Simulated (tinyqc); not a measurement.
Capacitance measurement on a leaky thin oxide: effects of series resistance and leakage: one step of the calculation.

The device is a capacitance C in parallel with a leakage conductance G, in series with Rs and Ls. An impedance meter reports either a parallel pair (Cp, Gp) from Y = 1/Z = Gp + i w Cp or a series pair (Cs, Rm) from Z = Rm + 1/(i w Cs); w = 2 pi f, dissipation D = Gp/(w |Cp|).

Problem. True capacitance and conductance. EOT = 3.9 tox/eox; CET = EOT + zc + zp; C = 3.9 eps0 A/CET; G = Jg A/Vs.

Parameters, values chosen for the exercise; values of the order met in thin-oxide MOS capacitors: relative permittivity of the gate insulator (close to silicon dioxide) eox = 3.9; insulator thickness tox = 2.3 nm; gate area A = 400 um^2; oxide-equivalent thickness added by the accumulation layer zc = 0.38 nm; oxide-equivalent thickness added by gate depletion zp = 0.23 nm; gate leakage current density, not matched to the thickness Jg = 0.063 A/cm^2; voltage for an e-fold rise of the leakage Vs = 0.19 V.

Constants: eps0 = 8.8541878128e-14 F/cm where lengths are in cm. Results are converted to the units shown.

Wanted: EOT; CET; C; G.

Solution.

EOT = 2.3000 nm
CET = 2.9100 nm
C = 4.7466 pF
G = 1.3263 uS

Program tinyqc, `OMP_NUM_THREADS=1 python tinyqc.py 2022043 2022044 out.jsonl`; Intel Xeon 2.30GHz, shared host, one thread, about 0.01 s.
